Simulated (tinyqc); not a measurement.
Inside a calculation. Model: classical Heisenberg spin chain: exact results, Metropolis, heat-bath and over-relaxation steps, and a Monte Carlo run. Computed by tinyqc, a small Python program that keeps every step. Command: `OMP_NUM_THREADS=1 python tinyqc.py 3130241 3130242 out.jsonl heismc walk`. One thread of a shared host (Intel(R) Xeon(R) Processor @ 2.30GHz), about 0.3 s of CPU time with the checks. Intermediate numbers are printed to about 6 digits and carried at full precision; extremes and crossings named in words are read from the listed rows.

E = -J sum_i s_i . s_(i+1) for unit vectors s_i on an open chain; K = J/(k_B T).

Inputs (values chosen for the exercise, for a model chain of large moments):
```
quantity                     value  unit
coupling J                     4.3   meV
temperature T                 15.6     K
moment mu                      2.8  mu_B
length N of the open chain       8     -
seed                        349494     -
```

Update: heat bath with over-relaxation.

Constants: k_B = 8.617333262e-05 eV/K; mu_B = 5.7883818060e-05 eV/T.

## Exact results

Each bond angle is independent, so u = <s_i . s_(i+1)> = coth K - 1/K, <s_i . s_(i+n)> = u^n, correlation length xi = -1/ln|u|, energy per bond -J u, heat capacity per bond c/k_B = 1 - K^2/sinh^2 K, and for the long chain chi = mu^2 (1 + u)/(3 k_B T (1 - u)) per spin.

K = 3.19868

u = 0.690709

xi = 2.70243 sites

energy per bond = -2.97005 meV

heat capacity = 0.931591 k_B/bond

chi over the Curie value = 5.46639

chi = 0.615114 mu_B/T per spin

For |K| >> 1, |u| = 1 - 1/|K| and xi = |K| - 1/2 = 2.70: the chain orders only at T = 0, and c tends to k_B, not to zero, a failure of classical spins.

## Finite chain

For N spins, <|sum s|^2>/N = (1 + u)/(1 - u) - 2 u (1 - u^N)/(N (1 - u)^2); the long chain has (1 + u)/(1 - u), chi over the Curie value, and the difference is relative to it.

<|sum s|^2>/N = 3.75481

difference from the long chain = -31.3110 %

## Four single-spin steps

four neighbouring spins (rows; components x, y, z):
```
         1        2        3
1  -0.7672   0.6335  -0.1002
2   0.3989  -0.9139  -0.0760
3   0.0525   0.7615   0.6460
4   0.4512   0.8863   0.1047
```

random numbers, one row a step:
```
        1       2       3
1  0.4814  0.1108  0.6140
2  0.0280  0.8420  0.8354
3  0.2761  0.4518  0.9621
4  0.0671  0.4207  0.2965
```

The given spins are first normalised. Spins 2 and 3 are updated in turn, with h = K (sum of the two neighbours). Heat bath: cos(theta) = 1 + ln(1 - r1 (1 - exp(-2 |h|)))/|h| about n = h/|h|, azimuth 2 pi r2 = phi in the frame a = n x z/|n x z|, b = n x a: s = n cos(theta) + sin(theta)(a cos(phi) + b sin(phi)); r1, r2 are the first two numbers of the row. Steps 2 and 4 are reflections, s -> 2 (s . h) h/|h|^2 - s, which keep the energy and use no random number.

Steps:
```
spin      |h|  h . s before  h . s after        move          x         y          z
2     5.30908      -5.12241      4.65248   heat bath  -0.094713  0.995498  -0.003563
3     6.13476       4.85255      4.85255  reflection   0.241535  0.790663  -0.562594
2     5.29854       4.70179      4.97545   heat bath  -0.591691  0.655190  -0.469710
3     5.08688       4.44678      4.44678  reflection  -0.396004  0.903969   0.161309
```

## A run and its error bars

From the ordered state (alternating for J < 0), with each spin drawn from exp(h . s), h = K x sum of neighbours, 200 sweeps are discarded and 1600 recorded (even and odd sites in turn, each heat-bath sweep followed by two sweeps of reflections; random numbers not printed, so these rows are one sample). Errors are the scatter of block means over sqrt(number of blocks).

Blocking:
```
block length  mean bond product       error  <|sum s|^2>/N      error
1                      0.689508  0.00282965        3.74024  0.0398115
4                      0.689508  0.00321735        3.74024  0.0484451
16                     0.689508  0.00336771        3.74024  0.0536748
40                     0.689508  0.00335681        3.74024  0.0616729
80                     0.689508  0.00353906        3.74024  0.0667966
```

With blocks of 40 the bond product is 0.4 error bars from the exact u = 0.6907, and <|sum s|^2>/N is 0.2 from the exact 3.755. Blocking to 40 changes the two errors by factors 1.2 and 1.5, because successive sweeps are correlated.

Checks made by the program: c against a difference of the energy (relative difference 4e-08).
